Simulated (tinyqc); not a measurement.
Chemical vapour deposition: Grove model, boundary layer, depletion and step coverage: one step, computed by the program tinyqc.

A precursor diffuses to the surface and reacts there at first order; each molecule that reacts adds one formula unit of film.

Question. Step coverage in a trench. In a long trench of width w and depth l = aspect ratio x w: Knudsen diffusivity D_K = (2w) c/3 (hydraulic diameter 2w), combined as 1/D_e = 1/D_K + 1/D; D_e d2C/dz2 = 2 k_s C/w with D_e dC/dz = -k_s C at the floor. With m = sqrt(2 k_s/(w D_e)): C(floor)/C(top) = 1/[cosh(m l) + (k_s/(D_e m)) sinh(m l)].

Inputs (values chosen for the exercise, close to those used for silicon nitride (counted as SiN4/3)): temperature T = 790 C; trench width w = 0.72 um; aspect ratio of the trench = 4.6.

Reactor: wafer stack, low pressure.

mean speed c = 47208.88 cm/s

gas diffusivity D = 10354.03 cm^2/s

surface rate constant k_s = 0.2756581 cm/s

Give: Knudsen diffusivity D_K; effective diffusivity D_e; modulus m l; step coverage.

Answer.

Knudsen diffusivity D_K = 2.2660 cm^2/s

effective diffusivity D_e = 2.2655 cm^2/s

modulus m l = 0.019255

step coverage = 0.99977

Caution: the hydraulic-diameter form of D_K is rough for a slit.
